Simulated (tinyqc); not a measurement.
Read current of a NAND string, cells in series solved by shooting: one step of the calculation.

Cells in series, numbered from 0 at the source line (0 V) to the bit line, each followed by a gap resistance Rg. A cell with gate Vg, threshold VT, source Vs and drain Vd passes I = 2 nf K Vt^2 [F(Vs) - F(Vd)]/(1 + th max(Vg - VT, 0)), F(V) = ln^2(1 + exp((Vg - VT - nf V)/(2 nf Vt))). The selected cell has Vg = Vr, the others Vg = Vp.

Task. Node voltages for a trial current. For a trial current I start at 0 V and, cell by cell (the selected one is cell 3), solve for the drain: sqrt(F(Vd)) = sqrt(F(Vs) - I/k), k = 2 nf K Vt^2/(1 + th max(Vg - VT, 0)), Vd = [Vg - VT - 2 nf Vt ln(exp(sqrt F) - 1)]/nf, then add I Rg.

Values chosen for this exercise; values of the order met in vertical NAND strings: temperature T = 300 K; gain factor of a cell K = 5.4 uA/V^2; slope factor nf = 1.3; mobility reduction factor th = 0.19 1/V; resistance of the gap between cells Rg = 12 kohm; bit-line voltage Vbl = 0.5 V; pass voltage Vp = 7.7 V; read voltage on the selected word line Vr = 1.19 V.

Constants: q = 1.602176634e-19 C, kB = 1.380649e-23 J/K, Vt = kB T/q. Results are converted to the units shown.

second trial current = 0.48 uA
thresholds from the source end, cell 0 to 4 (V): [-2.2, 4.2, -2.2, 0.5, 4.2]

Give: node voltage after each cell and gap, trial 2.

Result.

node voltage after each cell and gap, trial 2, cell 0 to 4 (V): [0.03167, 0.08057, 0.1125, 0.3976, 0.4535]

Computed by the program tinyqc: `OMP_NUM_THREADS=1 python tinyqc.py 2142228 2142229 out.jsonl`, one thread of a shared Intel Xeon 2.30GHz, about 0.7 s for the whole run.
